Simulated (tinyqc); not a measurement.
Straight dislocations in isotropic elasticity: fields, energies, partials, Peierls stress and walls. Changing the dislocation density rho. Computed by tinyqc, a small Python program. Command: `OMP_NUM_THREADS=1 python tinyqc.py 3012459 3012460 out.jsonl disloc sweep`. One thread of a shared host (Intel(R) Xeon(R) Processor @ 2.30GHz), about 0.01 s of CPU time with the checks.

The line runs along z, the glide plane is y = 0, and beta is the angle between b and the line (0 screw, 90 degrees edge): b_e = b sin(beta) along +x with the extra half plane at y > 0, b_s = b cos(beta). Stress is positive in tension.

Inputs (values chosen for the exercise, modelled on copper):
```
quantity          value      unit
shear modulus G    49.3       GPa
Poisson ratio nu  0.333         -
Burgers vector b  2.556  angstrom
core radius r0/b      2         -
source length l      62        nm
```

Character: 60-degree.

Constants: 1 eV/angstrom^3 = 160.2176634 GPa.

Method:
- Energy factor K = G [cos^2(beta) + sin^2(beta)/(1 - nu)].
- E = K b^2/(4 pi) ln(R/r0) with R = 1/(2 sqrt(rho)); tension T = E + d^2E/d(beta)^2 = G b^2 [1 + nu - 3 nu sin^2(beta)]/(4 pi (1 - nu)) ln(R/r0). The core energy is taken into r0.
- Frank-Read source, averaged over the loop: tau = G b/(2 pi l) [(1 - nu/2)/(1 - nu)] ln(l/r0). Taylor hardening: tau = 0.3 G b sqrt(rho).

One run for each value:
```
dislocation density rho (1/m^2)  stored energy rho E (kJ/m^3)  Taylor stress (MPa)  line energy E (eV/nm)
1.00e+08                                            4.048e-04            3.780e-02                  25.27
1.00e+09                                            3.642e-03            1.195e-01                  22.73
1.00e+10                                            3.237e-02            3.780e-01                  20.20
1.00e+11                                            2.831e-01            1.195e+00                  17.67
1.00e+12                                            2.426e+00            3.780e+00                  15.14
1.00e+13                                            2.020e+01            1.195e+01                  12.61
1.00e+14                                            1.614e+02            3.780e+01                  10.08
1.00e+15                                            1.209e+03            1.195e+02                   7.55
1.00e+16                                            8.033e+03            3.780e+02                   5.01
```

Over the rows, stored energy rho E (kJ/m^3) rises from 4.05e-4 to 8030 (exponent d ln y / d ln x 0.95 between the first rows and 0.82 between the last); Taylor stress (MPa) rises from 0.0378 to 378 (exponent d ln y / d ln x about 0.50 throughout); line energy E (eV/nm) falls from 25.3 to 5.01 (exponent d ln y / d ln x -0.046 between the first rows and -0.18 between the last). The exponent of Taylor stress stays at 0.50: the forest spacing is rho^(-1/2).
